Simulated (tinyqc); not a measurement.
Long-channel MOSFET, surface-potential model: potential, charge and velocity along the channel.

n-channel transistor on a uniformly doped p-type body, gradual-channel approximation, constant mobility, Boltzmann statistics, full ionisation. Potentials are counted from the neutral body; V is the electron quasi-Fermi potential, Vsb at the source and Vsb + Vds at the drain. Charges are magnitudes per area.

ni = sqrt(Nc Nv) exp(-Eg/(2 Vt)), Eg in volts; phiF = Vt ln(Na/ni); Cox = eps0 eox/tox; gamma = sqrt(2 q eps0 eps_r Na)/Cox. The surface potential psi at channel potential V solves Vgs + Vsb - Vfb - psi = gamma sqrt(G), G = psi - Vt + Vt exp((psi - 2 phiF - V)/Vt). Charge sheet: Qi = Cox gamma [sqrt(G) - sqrt(psi - Vt)]; I = mu (W/L) [integral of Qi dpsi from psi_0 to psi_L (drift) + Vt (Qi0 - QiL) (diffusion)], with psi_0 at V = Vsb and psi_L at V = Vsb + Vds. The current is the same at every point, so the place y where the channel potential is Vsb + v follows from y/L = I(Vds = v)/I(Vds); the mean carrier velocity is I/(W Qi).

Values chosen for this exercise; material values close to those of silicon: temperature T = 300 K; band gap Eg = 1.1 eV; relative permittivity of the semiconductor eps_r = 11.8; conduction-band density of states at T Nc = 2.86e19 cm^-3; valence-band density of states at T Nv = 2.67e19 cm^-3; acceptor density of the body Na = 3.7e17 cm^-3; relative permittivity of the gate insulator eox = 7.76; insulator thickness tox = 38 nm; flat-band voltage Vfb = -0.97 V; channel mobility mu = 150 cm^2/(V s); gate width W = 10 um; gate length L = 2 um; source-body reverse bias Vsb = 0 V; gate-source voltage Vgs = 1.85 V; drain-source voltage Vds = 0.05 V.

Constants: q = 1.602176634e-19 C, kB = 1.380649e-23 J/K, Vt = kB T/q, eps0 = 8.8541878128e-14 F/cm where lengths are in cm. Results are converted to the units shown.

Along the channel:
```
v (V)	psi (V)	Qi (nC/cm^2)	y/L	velocity (cm/s)
0.006	0.9111	14.02	0.1710	2.757e4
0.012	0.9146	12.73	0.3266	3.037e4
0.019	0.9185	11.30	0.4897	3.423e4
0.025	0.9217	10.13	0.6143	3.817e4
0.031	0.9247	9.026	0.7258	4.284e4
0.038	0.9280	7.820	0.8400	4.945e4
0.044	0.9306	6.861	0.9254	5.636e4
0.05	0.9330	5.975	1.000	6.472e4
```

What do the numbers show?

Half of the listed voltage range, v = 0.025 V, is reached at y/L = 0.614. The charge falls from 14.0 to 5.97 nC/cm^2 over the rows, so the velocity rises by a factor of 2.35 to keep the current constant.

Computed by the program tinyqc: `OMP_NUM_THREADS=1 python tinyqc.py 2360033 2360034 out.jsonl`, one thread of a shared Intel Xeon 2.30GHz, about 0.03 s for the whole run.
